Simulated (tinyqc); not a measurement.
# Voltage drop against the pad pitch

A grid of 13 by 13 nodes with segments Rx (rows) and Ry (columns); every node draws I1 and the central node kh I1; pads with resistance Rp sit at the nodes whose row and column are multiples of the pitch, counting from 0. The drops u = Vdd - V follow from G u = i, with G the conductance matrix and i the load currents, solved directly.

Parameters, values chosen for the exercise:

| symbol | value | unit | meaning |
|---|---|---|---|
| Vdd | 1 | V | supply voltage |
| Rx | 0.45 | ohm | resistance of a horizontal segment |
| Ry | 0.28 | ohm | resistance of a vertical segment |
| Rp | 0.064 | ohm | resistance from a pad node to the supply |
| kh | 1 |  | factor on the load at the hot node |
| I1 | 0.11 | mA | load current of a node in the large grid |

Result of one run:

| pitch (nodes) | pads | worst drop (mV) | mean drop (mV) | largest drop at a pad (mV) | largest pad current (mA) | worst drop over Vdd (%) |
|---|---|---|---|---|---|---|
| 2 | 49 | 0.06787 | 0.04720 | 0.02803 | 0.4380 | 0.006787 |

What becomes of these results when the pad pitch is changed from 2 to 6 nodes, all else the same?

Result of the changed run:

| pitch (nodes) | pads | worst drop (mV) | mean drop (mV) | largest drop at a pad (mV) | largest pad current (mA) | worst drop over Vdd (%) |
|---|---|---|---|---|---|---|
| 6 | 9 | 0.6229 | 0.5129 | 0.2039 | 3.185 | 0.06229 |

The whole series:

| pitch (nodes) | pads | worst drop (mV) | mean drop (mV) | largest drop at a pad (mV) | largest pad current (mA) | worst drop over Vdd (%) |
|---|---|---|---|---|---|---|
| 1 | 169 | 0.007040 | 0.007040 | 0.007040 | 0.1100 | 7.040e-4 |
| 2 | 49 | 0.06787 | 0.04720 | 0.02803 | 0.4380 | 0.006787 |
| 3 | 25 | 0.1562 | 0.1187 | 0.06118 | 0.9559 | 0.01562 |
| 4 | 16 | 0.2968 | 0.2213 | 0.1001 | 1.564 | 0.02968 |
| 6 | 9 | 0.6229 | 0.5129 | 0.2039 | 3.185 | 0.06229 |
| 12 | 4 | 2.371 | 1.983 | 0.2974 | 4.647 | 0.2371 |

The worst drop goes from 0.00704 to 2.37 mV while the number of pads falls from 169 to 4; between the last two rows it goes as pitch^(1.93). The largest drop at a pad is 100 % of the worst drop in the first row and 12.5 % in the last; the rest falls along the wires.

Numbers from tinyqc (`OMP_NUM_THREADS=1 python tinyqc.py 2770184 2770185 out.jsonl`; about 0.07 s on one thread of a shared Intel Xeon 2.30GHz).
